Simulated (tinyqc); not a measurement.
## Tunnelling through a gate dielectric, WKB transmission and Tsu-Esaki current: effect of temperature

Electrons leave the emitter at x = 0. Energies E (motion across the layers) are in eV from the emitter Fermi level; the collector Fermi level lies at -V and offers states at every E. No charge in the dielectric and no image force: F1 = V/t1, U = phi1 - F1 x. With C = hbar^2/(2 m0), kappa = sqrt(m (U - E)/C) where U > E and 0 elsewhere; T(E) = exp(-S), S = 2 times the integral of kappa over x.

Each layer adds (2/F) sqrt(m/C) [G(u at its left edge) - G(u at its right edge)] to S, with u = U - E (0 where negative) and G(u) = (2/3) u^1.5. J = J0 times the integral of T(E) N(E) dE, N = ln[(1 + exp(-E/Vt))/(1 + exp((-E - V)/Vt))], J0 = q^2 me m0 kB T/(2 pi^2 hbar^3) (times 1e-4 for A/cm^2 per eV), from E = -Ef to far above the barrier (T = 1 there), by quadrature converged to the digits shown. The share over the barrier is that of energies above the highest band edge; 0 means below 1e-6 %.

Inputs (values chosen for the exercise); dielectric values close to those of silicon nitride:
```
symbol  value  unit                                                        meaning
Ef        0.1    eV              Fermi energy of the emitter above its band bottom
me          1    m0                            emitter mass in the supply function
phi1     2.18    eV  barrier of layer 1 above the emitter Fermi level at zero bias
m1       0.51    m0                                     tunnelling mass of layer 1
t1        3.4    nm                                           thickness of layer 1
V         1.4     V                                  voltage across the dielectric
```

Constants: q = 1.602176634e-19 C, kB = 1.380649e-23 J/K, hbar = 1.054571817e-34 J s, m0 = 9.1093837015e-31 kg, Vt = kB T/q, hbar^2/(2 m0) = 0.0380998212 eV nm^2. Results are converted to the units shown.

Effect of temperature:

| T (K) | J (A/cm^2) | mean E of the current (eV) | share over the barrier (%) |
|---|---|---|---|
| 50 | 4.065e-6 | -0.05986 | 0 |
| 100 | 4.210e-6 | -0.05773 | 0 |
| 200 | 4.809e-6 | -0.04936 | 0 |
| 300 | 5.892e-6 | -0.03551 | 0 |
| 400 | 7.614e-6 | -0.01520 | 0 |
| 500 | 1.032e-5 | 0.01576 | 0 |
| 600 | 1.533e-5 | 0.1012 | 1.38e-4 |
| 750 | 1.183e-4 | 1.104 | 0.128 |

Between 50 and 300 K the current changes by a factor of 1.45, and between 300 and 750 K by 20.1; the mean energy of the current rises from -0.0599 to 1.10 eV. The transmission grows by a factor e over d = 0.0948 eV near E = 0, equal to kB T/q at 1100 K: far below that temperature the thermal tail adds little. At 750 K, 0.13 % of the current passes over the barrier.

tinyqc, about 0.03 s, one thread, Intel Xeon 2.30GHz (shared host): `OMP_NUM_THREADS=1 python tinyqc.py 2540040 2540041 out.jsonl`
